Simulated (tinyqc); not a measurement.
Comparisons within one model: exchange-split free-electron bands and tunnelling magnetoresistance. A value that a table varies takes the place of the one given here.

Majority and minority bands E = c k^2/m -/+ Dx/2, c = hbar^2/2m0, so k_up = sqrt(m (EF + Dx/2)/c), k_dn = sqrt(m (EF - Dx/2)/c); n_s = k_s^3/(6 pi^2), D_s = m k_s/(4 pi^2 c).

Barrier: kappa = sqrt(mb phi/c), c = hbar^2/2m0. With a = k1/m, b = k2/m, w = kappa/mb, the transmission at normal incidence is T(k1, k2) = 4 a b w^2/[w^2 (a + b)^2 + (w^2 + a^2)(w^2 + b^2) sinh^2(kappa d)]. Parallel: G_P = T(up, up) + T(dn, dn); antiparallel: G_AP = 2 T(up, dn); TMR = (G_P - G_AP)/G_AP. Julliere: TMR = 2 P^2/(1 - P^2). Slonczewski factor: P_eff = P_k (w^2 - a_up a_dn)/(w^2 + a_up a_dn), P_k = (k_up - k_dn)/(k_up + k_dn).

Constants: hbar^2/2m0 = 3.80998211 eV angstrom^2.

Parameters, chosen for this exercise: EF = 4.63 eV (Fermi energy above the mean band bottom); Dx = 1.5 eV (exchange splitting); m = 0.98 m0 (mass in the electrodes); mb = 0.39 m0 (mass in the barrier); d = 13.9 angstrom (barrier thickness); phi = 2.32 eV (barrier height above EF).

## Barrier height

Results:

| phi (eV) | w (1/angstrom) | P_eff | TMR (%) | G_P |
|---|---|---|---|---|
| 0.20 | 0.367 | -0.0654 | 0.81 | 0.0544 |
| 0.40 | 0.519 | -0.0521 | 0.54 | 0.0171 |
| 0.70 | 0.686 | -0.0362 | 0.26 | 0.00375 |
| 1.0 | 0.820 | -0.0237 | 0.11 | 0.00100 |
| 1.5 | 1.005 | -0.0078 | 0.01 | 0.000146 |
| 2.0 | 1.160 | 0.0039 | 0.00 | 2.73e-05 |
| 3.0 | 1.421 | 0.0200 | 0.08 | 1.52e-06 |
| 4.0 | 1.641 | 0.0306 | 0.19 | 1.29e-07 |
| 6.0 | 2.009 | 0.0436 | 0.38 | 1.97e-09 |
| 10 | 2.594 | 0.0564 | 0.64 | 2.55e-12 |

What can be read from the table?

P_eff vanishes where w^2 = a_up a_dn, at phi = 1.82 eV, inside the table; the lowest TMR listed is 0.00 % at 2 eV. TMR is 0.8 % at the lowest barrier and 0.6 % at the highest, against 1.3 % for Julliere with P_k; P_eff tends to +P_k for very high barriers and to -P_k for very low ones. G_P falls by 10.3 decades.

## Barrier thickness

Results:

| d (angstrom) | kappa d | G_P | G_AP | TMR (%) |
|---|---|---|---|---|
| 1 | 0.487 | 1.58 | 1.58 | 0.53 |
| 2 | 0.975 | 0.862 | 0.860 | 0.29 |
| 3 | 1.462 | 0.380 | 0.380 | 0.14 |
| 4 | 1.949 | 0.153 | 0.153 | 0.07 |
| 6 | 2.924 | 0.0225 | 0.0225 | 0.03 |
| 8 | 3.899 | 0.00322 | 0.00322 | 0.02 |
| 10 | 4.873 | 0.000458 | 0.000458 | 0.02 |
| 13 | 6.335 | 2.46e-05 | 2.46e-05 | 0.02 |
| 16 | 7.797 | 1.32e-06 | 1.32e-06 | 0.02 |
| 20 | 9.746 | 2.68e-08 | 2.68e-08 | 0.02 |

What can be read from the table?

For thick barriers each angstrom costs a factor exp(2 kappa) = 2.65 in both conductances, and TMR settles at 0.02 % (the interface factor, which vanishes at (kappa/mb)^2 = k_up k_dn/m^2, reduces it below the value from the polarisation of k alone); it is within 0.1 point of that from d = 4 angstrom on. At 1 angstrom it is 0.53 %, where the barrier is thin and the mismatch of k_up and k_dn starts to rule, as it does fully for d -> 0.

## Exchange splitting

Dx takes the listed multiples of 2 EF.

Results:

| Dx/(2 EF) | k_up | k_dn | P_k | P_eff | TMR (%) |
|---|---|---|---|---|---|
| 0.10 | 1.1446 | 1.0353 | 0.0501 | 0.0059 | 0.01 |
| 0.20 | 1.1955 | 0.9761 | 0.1010 | 0.0126 | 0.03 |
| 0.35 | 1.2680 | 0.8798 | 0.1807 | 0.0265 | 0.14 |
| 0.50 | 1.3366 | 0.7717 | 0.2679 | 0.0496 | 0.49 |
| 0.65 | 1.4018 | 0.6456 | 0.3693 | 0.0913 | 1.68 |
| 0.80 | 1.4641 | 0.4880 | 0.5000 | 0.1773 | 6.49 |
| 0.90 | 1.5042 | 0.3451 | 0.6268 | 0.3044 | 20.43 |
| 0.97 | 1.5317 | 0.1890 | 0.7803 | 0.5278 | 77.21 |

What can be read from the table?

P_k rises from 0.050 to 0.780, and TMR goes from 0.01 % to 77.2 %, steadily. At Dx = 2 EF the minority band is empty (a half metal) and G_AP vanishes.

## What moves the magnetoresistance

All results formed anew. Each row changes one parameter from the base and keeps the others.

Results:

| case | P_k | P_eff | TMR (%) | G_P |
|---|---|---|---|---|
| base | 0.0815 | 0.0099 | 0.02 | 1.02e-05 |
| Dx = 1.575 eV | 0.0857 | 0.0104 | 0.02 | 1.02e-05 |
| EF = 5.093 eV | 0.0740 | 0.0054 | 0.01 | 1.03e-05 |
| phi = 3.016 eV | 0.0815 | 0.0202 | 0.08 | 1.46e-06 |
| mb = 0.312 m0 | 0.0815 | 0.0187 | 0.07 | 4.12e-05 |
| d = 15.9 angstrom | 0.0815 | 0.0099 | 0.02 | 1.46e-06 |
| m = 1.176 m0 | 0.0815 | 0.0171 | 0.06 | 9.94e-06 |

What can be read from the table?

The largest shifts from the base row, up to three for each result and ties (the steps differ in size, so this ranks the rows, not the parameters). P_k: EF -0.0075, Dx +0.0041; unchanged at the printed digits by phi, mb, d and m. P_eff: phi +0.0103, mb +0.0088, m +0.0072; unchanged at the printed digits by d. TMR (%): phi +0.06, mb +0.05, m +0.04; unchanged at the printed digits by Dx and d. G_P: mb +3.09e-05, d -8.78e-06, phi -8.78e-06; unchanged at the printed digits by Dx.

Run: tinyqc, `OMP_NUM_THREADS=1 python tinyqc.py 1680330 1680331 out.jsonl`; Intel(R) Xeon(R) Processor @ 2.30GHz, one thread, shared host; about 0.01 s of CPU time with all checks.
